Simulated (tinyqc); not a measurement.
From results back to parameters: buckled dimers of a reconstructed (001) surface, two dangling bonds a dimer. Five cases, with inputs chosen for the exercise.

Problem. With tp the pi coupling of the two dangling bonds, gm their shift per height and kf the force constant (elastic energy kf z^2), an isolated buckled dimer has gap 2 gm^2/kf, buckling z with (gm z)^2 + tp^2 = (gm^2/kf)^2, and charge gm z/(gm^2/kf) moved to the up atom. The values come from hidden parameters.

Case 1.

gap = 1.446429 eV
z = 0.255097 angstrom
charge moved = 0.793634 e

Case 2.

gap = 0.987780 eV
z = 0.218731 angstrom
charge moved = 0.938894 e

Case 3.

gap = 1.445000 eV
z = 0.337098 angstrom
charge moved = 0.793173 e

Case 4.

gap = 1.352000 eV
z = 0.252128 angstrom
charge moved = 0.872751 e

Case 5.

gap = 1.135022 eV
z = 0.201057 angstrom
charge moved = 0.800669 e

Find: tp; gm; kf.

Solution. With x half the gap and c the charge: tp = x sqrt(1 - c^2), gm = x c/z, kf = gm^2/x.

Case 1.

tp = 0.44 eV
gm = 2.25 eV/angstrom
kf = 7.0 eV/angstrom^2

Case 2.

tp = 0.17 eV
gm = 2.12 eV/angstrom
kf = 9.1 eV/angstrom^2

Case 3.

tp = 0.44 eV
gm = 1.70 eV/angstrom
kf = 4.0 eV/angstrom^2

Case 4.

tp = 0.33 eV
gm = 2.34 eV/angstrom
kf = 8.1 eV/angstrom^2

Case 5.

tp = 0.34 eV
gm = 2.26 eV/angstrom
kf = 9.0 eV/angstrom^2

Computed by tinyqc, one run a case: `OMP_NUM_THREADS=1 python tinyqc.py N N+1 out.jsonl` with N = 1480768, 1480779, 1480945, 1480983, 1481053; one thread of a shared Intel(R) Xeon(R) Processor @ 2.30GHz, about 0.04 s a run at most.
